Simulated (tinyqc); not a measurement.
Inside a calculation. Model: straight dislocations in isotropic elasticity: fields, energies, partials, Peierls stress and walls. Computed by tinyqc, a small Python program that keeps every step. Command: `OMP_NUM_THREADS=1 python tinyqc.py 3027659 3027660 out.jsonl disloc walk`. One thread of a shared host (Intel(R) Xeon(R) Processor @ 2.30GHz), about 0.01 s of CPU time with the checks. Intermediate numbers are printed to about 6 digits and carried at full precision; extremes and crossings named in words are read from the listed rows.

The line runs along z, the glide plane is y = 0, and beta is the angle between b and the line (0 screw, 90 degrees edge): b_e = b sin(beta) along +x with the extra half plane at y > 0, b_s = b cos(beta). Stress is positive in tension.

Inputs (values chosen for the exercise, modelled on copper):
```
quantity                          value        unit
shear modulus G                    49.8         GPa
Poisson ratio nu                  0.347           -
Burgers vector b                  2.556    angstrom
stacking-fault energy gamma          46      mJ/m^2
dislocation density rho         1.1e+14       1/m^2
core radius r0/b                      2           -
misfit volume of a solute dV       -7.8  angstrom^3
temperature T                       900           K
unstable fault energy gamma_us      419      mJ/m^2
tilt angle theta                      1     degrees
source length l                     810          nm
```

Character: 60-degree.

field point (x, y) (nm): -1.3  -1.8

Constants: 1 eV/angstrom^3 = 160.2176634 GPa; k_B = 8.617333262e-05 eV/K.

## Line energy and line tension

Energy factor K = G [cos^2(beta) + sin^2(beta)/(1 - nu)]. E = K b^2/(4 pi) ln(R/r0) with R = 1/(2 sqrt(rho)); tension T = E + d^2E/d(beta)^2 = G b^2 [1 + nu - 3 nu sin^2(beta)]/(4 pi (1 - nu)) ln(R/r0). The core energy is taken into r0.

energy factor K = 69.6475 GPa

ln(R/r0) = 4.53536

line energy E = 10.2499 eV/nm

line tension T = 6.35533 eV/nm

stored energy rho E = 180.644 kJ/m^3

T/E = 0.62: bowing turns parts of the line towards the cheaper screw character, so it is soft.

## Stress at a point

With D = G b_e/(2 pi (1 - nu)), S = G b_s/(2 pi), r^2 = x^2 + y^2: s_xx = -D y (3x^2 + y^2)/r^4, s_yy = D y (x^2 - y^2)/r^4, s_xy = D x (x^2 - y^2)/r^4, s_zz = nu (s_xx + s_yy), s_xz = -S y/r^2, s_yz = S x/r^2. Pressure p = -trace/3.

stress (MPa):
```
         x        y        z
x  1653.51   222.75   369.83
y   222.75   308.42  -267.10
z   369.83  -267.10   680.79
```

pressure p = -880.906 MPa

The point lies below the glide plane, on the stretched side.

## Force on a second, equal dislocation at that point; binding of a solute

Peach-Koehler force per length on a parallel dislocation with the same b: in the glide plane F_x = s_xy b_e + s_yz b_s, normal to it F_y = -(s_xx b_e + s_xz b_s), which drives climb of the edge part or cross-slip of a screw. A solute with misfit volume dV has the energy p dV, and its dilute concentration is scaled by exp(-p dV/(k_B T)).

glide force F_x = 15.1705 mN/m

normal force F_y = -413.280 mN/m

solute energy = 42.8858 meV

concentration ratio = 0.575241

Along x the second dislocation is attracted towards the plane x = 0, where like edge components stack into a wall. The undersized solute is depleted here.

## Splitting into partials

Shockley partials have b_p = b/sqrt(3) at the angles beta -/+ 30 degrees; their repulsion balances the fault at d = G b_p^2/(8 pi gamma) (2 - nu)/(1 - nu) [1 - 2 nu cos(2 beta)/(2 - nu)].

partial Burgers vector b_p = 1.47571 angstrom

splitting width d = 2.87309 nm

d/b = 11.2406

Widely split: cross-slip and climb need a constriction first.

## Peierls-Nabarro core of the undissociated dislocation

Misfit energy gamma(u) = (gamma_us/2)(1 - cos(2 pi u/b)), so the largest restoring stress is tau_max = pi gamma_us/b; u(x) = b/2 + (b/pi) arctan(x/zeta), zeta = K b/(4 pi tau_max). Summing the misfit energy over atomic rows a' apart gives, for a wide core, W_P = (K b^2/pi) exp(-2 pi zeta/a') and sigma_P = (K b/a') exp(-2 pi zeta/a'); a' = b/2 for edge and 30-degree lines, b sqrt(3)/2 for screw and 60-degree lines.

tau_max = 5.14995 GPa

half width zeta = 2.75077 angstrom

row spacing a' = 2.21356 angstrom

Peierls barrier W_P = 3.67432 meV/nm

Peierls stress sigma_P = 32.6878 MPa

zeta/a' = 1.24 and sigma_P/G = 6.6e-4: the stress falls by a factor e for each a'/(2 pi) of half width. Caution: real fcc metals have far lower Peierls stresses, since their dislocations are split into partials.

## Strength from dislocations

Frank-Read source, averaged over the loop: tau = G b/(2 pi l) [(1 - nu/2)/(1 - nu)] ln(l/r0). Taylor hardening: tau = 0.3 G b sqrt(rho).

Frank-Read stress = 23.3242 MPa

Taylor stress = 40.0505 MPa

Of the source, forest and Peierls stresses the largest here is the forest stress. Caution: the source is longer than the mean dislocation spacing 1/sqrt(rho), so the forest would pin it into shorter segments and its stress is only formal.

## Low-angle tilt boundary

A symmetric tilt wall of edge dislocations has the spacing h = b/(2 sin(theta/2)); Read-Shockley: gamma_b = E0 theta (A - ln theta), E0 = G b/(4 pi (1 - nu)), A = 1 + ln(b/(2 pi r0)), theta in radians.

spacing h = 14.6450 nm

boundary energy = 68.1495 mJ/m^2

angle of the maximum, exp(A - 1) = 4.55945 degrees

## Character of the line

E = K b^2/(4 pi) ln(R/r0); T = G b^2 [1 + nu - 3 nu sin^2(beta)]/(4 pi (1 - nu)) ln(R/r0).

From screw to edge:
```
beta (degrees)  K (GPa)  E (eV/nm)  T (eV/nm)   d (nm)
0               49.8000     7.3290    15.1181  1.37765
15              51.5727     7.5899    14.3354  1.51121
30              56.4158     8.3026    12.1972  1.87613
45              63.0317     9.2763     9.2763  2.37461
60              69.6475    10.2499     6.3553  2.87309
75              74.4907    10.9626     4.2171  3.23800
90              76.2634    11.2235     3.4344  3.37157
```

The edge costs 1/(1 - nu) = 1.531 times the screw in energy, yet its tension is only (1 - 2 nu)/(1 + nu) = 0.227 of the screw value, so loops under stress are elongated along b. The edge splits 2.45 times as widely, (2 + nu)/(2 - 3 nu), since there the larger, edge parts of the partials repel with the factor 1/(1 - nu) and the small screw parts attract, while in the screw the roles are exchanged.

Checks made by the program: zero divergence of the stress field, by differences and relative to the size of its gradient (relative difference below 1e-10); splitting against the force between the two partials (relative difference below 1e-10).
